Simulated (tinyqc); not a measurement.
Thin-body film or fin with hard walls, valleys of the Si type: one step. Filling at a given sheet density. Two cases, with inputs chosen for the exercise.

Task: n_i = g m_d/(2 pi c) kB T ln(1 + exp((EF - E_i)/kB T)) over the levels listed; solve sum n_i = Ns (1e12/cm^2 = 1e-4/angstrom^2); the band bending of the charge itself is left out. c = hbar^2/2m0.

Constants: hbar^2/2m0 = 3.80998211 eV angstrom^2; kB = 8.617333262e-05 eV/K.

Case 1.

Values chosen (out of a larger set: near those of Si; not measured data): Ns = 9.2 x 1e12/cm^2 (sheet density in the on state); T = 350 K (temperature).

Valleys (masses in m0):
```
valleys g  cos^2(theta)       m_z       m_1       m_2       m_d
4              0.500000  0.311738  0.188000  0.550000  0.321559
2              0.000000  0.188000  0.188000  0.912000  0.414072
```

Subbands:
```
label  valleys g    E (eV)
1              4  0.093074
1'             2  0.154333
2              4  0.372295
2'             2  0.617333
3              4  0.837665
3'             2  1.389000
4              4  1.489182
```

Case 2.

Values chosen (out of a larger set: near those of Si; not measured data): Ns = 6.4 x 1e12/cm^2 (sheet density in the on state); T = 350 K (temperature).

Valleys (masses in m0):
```
valleys g  cos^2(theta)       m_z       m_1       m_2       m_d
4              0.500000  0.318522  0.192000  0.563000  0.328780
2              0.000000  0.192000  0.192000  0.934000  0.423471
```

Subbands:
```
label  valleys g    E (eV)
1              4  0.081755
1'             2  0.135630
2              4  0.327021
2'             2  0.542518
3              4  0.735797
3'             2  1.220666
4              4  1.308084
```

Give: EF; n_i in the order of the list.

Result:

Case 1.

EF = 0.0810 eV

n_i in the order of the list (1e12/cm^2): 8.319  0.880  0.001  0.000  0.000  0.000  0.000

The fullest subband is 1, with 90 %.

Case 2.

EF = 0.0548 eV

n_i in the order of the list (1e12/cm^2): 5.689  0.709  0.002  0.000  0.000  0.000  0.000

The fullest subband is 1, with 89 %.

Computed by tinyqc, one run a case: `OMP_NUM_THREADS=1 python tinyqc.py N N+1 out.jsonl` with N = 1281962, 1282567; one thread of a shared Intel(R) Xeon(R) Processor @ 2.30GHz, about 0.01 s a run at most.
